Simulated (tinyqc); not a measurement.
Leakage currents through a thin dielectric. Changing the voltage V. Computed by tinyqc, a small Python program. Command: `OMP_NUM_THREADS=1 python tinyqc.py 3020414 3020415 out.jsonl leak sweep`. One thread of a shared host (Intel(R) Xeon(R) Processor @ 2.30GHz), about 0.1 s of CPU time with the checks.

Electrons leave an electrode with Fermi energy E_F above its band bottom; barriers are counted from the Fermi level, and both electrodes are alike.

Inputs (values chosen for the exercise, modelled on HfO2):
```
quantity                           value  unit
barrier height phi_B                1.58    eV
tunnelling mass m                   0.21   m_0
static permittivity k               20.9     -
optical permittivity k_o             3.8     -
trap depth phi_t                     1.1    eV
Poole-Frenkel prefactor sigma_0  1.3e-07  S/cm
thickness t                          6.4    nm
electrode Fermi energy E_F           0.1    eV
electrode mass m_e                     1   m_0
temperature T                        473     K
```

Stack: single layer.

Constants: m_0 = 9.1093837015e-31 kg; e = 1.602176634e-19 C; hbar = 1.054571817e-34 J s; k_B = 8.617333262e-05 eV/K; k_B = 1.380649e-23 J/K; eps_0 = 8.8541878128e-12 F/m; h = 6.62607015e-34 J s.

Method:
- Field F = V/t; equivalent oxide thickness 3.9 t/k.
- WKB: a layer of mass m, field F and barrier b(x) = b_0 - e F x gives the exponent (4 sqrt(2 m)/(3 hbar e F)) [b_0^(3/2) - max(b_0 - e F t, 0)^(3/2)] for b_0 > 0; b_0 = barrier - (E - E_F); the transmission is D(E) = exp(-sum of exponents), without image force.
- Tsu-Esaki: J = (e m_e k_B T/(2 pi^2 hbar^3)) int D(E) ln[(1 + exp((E_F - E)/k_B T))/(1 + exp((E_F - eV - E)/k_B T))] dE over the normal energy E (its change with the mass at an interface is neglected) from max(0, E_F - 3 eV) to E_F + largest barrier, by 100 Gauss-Legendre points in each part, split at E_F - 0.3 eV (if inside the range) and E_F + 8 k_B T.
- The mean energy weights E - E_F by the integrand.
- Schottky emission J = A T^2 exp(-(phi_B - sqrt(e^3 F/(4 pi k_o eps_0)))/k_B T), A = 4 pi e m k_B^2/h^3 with the tunnelling mass; Poole-Frenkel J = sigma_0 F exp(-(phi_t - sqrt(e^3 F/(pi k_o eps_0)))/k_B T); both use the field F of the dielectric.

One run for each value:
```
voltage V (V)  tunnel current density (A/cm^2)  Poole-Frenkel current density (A/cm^2)  transmission D(E_F)
0.27                                2.2862e-08                              5.1651e-11           2.0768e-16
0.38                                4.7289e-08                              2.3098e-10           4.2186e-16
0.55                                1.5214e-07                              1.4902e-09           1.3148e-15
1.10                                1.3805e-05                              1.1672e-07           8.3474e-14
1.60                                3.9987e-03                              2.2409e-06           1.5855e-11
2.30                                3.3690e+00                              6.5010e-05           3.0696e-08
3.30                                5.5656e+02                              3.3530e-03           5.8039e-06
4.80                                2.4474e+04                              4.2562e-01           2.5122e-04
```

Give the missing row, voltage V (V) = 0.79.

Computed row:
```
voltage V (V)  tunnel current density (A/cm^2)  Poole-Frenkel current density (A/cm^2)  transmission D(E_F)
0.79                                9.1564e-07                              1.2410e-08           7.2482e-15
```

Interpolating between the two neighbouring rows (the first column on a logarithmic scale, the others too where they are positive) misses most in tunnel current density (A/cm^2), by 75 %. Over the rows, tunnel current density (A/cm^2) rises from 2.29e-8 to 24500 (exponent d ln y / d ln x 2.1 between the first rows and 10 between the last); Poole-Frenkel current density (A/cm^2) rises from 5.17e-11 to 0.426 (exponent d ln y / d ln x 4.4 between the first rows and 13 between the last); transmission D(E_F) rises from 2.08e-16 to 2.51e-4 (exponent d ln y / d ln x 2.1 between the first rows and 10 between the last).

Caution (rows 4.80): the field is near or above what such a dielectric withstands; the numbers only show the formulas.
